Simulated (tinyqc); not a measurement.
## Dead time and true rate from two light levels

Inverse problem. A non-paralysable detector measures m = n/(1 + n td); dark counts are negligible. Find td and the true rate at the lower flux.

measured rates at a photon flux and at four times that flux (1/s): [2.1259843e6, 5.1923077e6]

Solution. 1/m = 1/n + td, so the difference of the inverse rates is 3/(4 n).

td = 100.0 ns
n = 2.700e6 1/s

tinyqc, about 0.01 s, one thread, Intel Xeon 2.30GHz (shared host): `OMP_NUM_THREADS=1 python tinyqc.py 2630143 2630144 out.jsonl`
